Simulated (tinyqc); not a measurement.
Adsorption as a lattice gas: isotherms with interactions, competition, desorption peaks and saturation dose: one step, computed by the program tinyqc. Command: `OMP_NUM_THREADS=1 python tinyqc.py 3019249 3019250 out.jsonl adsorb walk`. One thread of a shared host (Intel(R) Xeon(R) Processor @ 2.30GHz), about 0.2 s of CPU time with the checks.

One adsorbate per site; a molecule needs 1 empty site. Gas and surface have the same temperature.

Task: Coverage with interactions. With u = w/(k_B T). Mean field: theta/(1 - theta) = y exp(-z u theta). Quasi-chemical: theta/(1 - theta) = y [(r - 1 + 2 theta)(1 - theta)/((r + 1 - 2 theta) theta)]^(-z/2) exp(-z u/2), r = sqrt(1 - 4 theta (1 - theta)(1 - exp(-u))).

Inputs (values chosen for the exercise, for a model surface): pair energy w (positive repels) = 0.029 eV; neighbours z = 3; temperature T = 796 K.

Adsorption: molecular (first order).

y = 5.477703

Constants: k_B = 8.617333262e-05 eV/K.

Give: u; coverage, mean field; coverage, quasi-chemical.

Result:

u = 0.4228

coverage, mean field = 0.6943

coverage, quasi-chemical = 0.6905
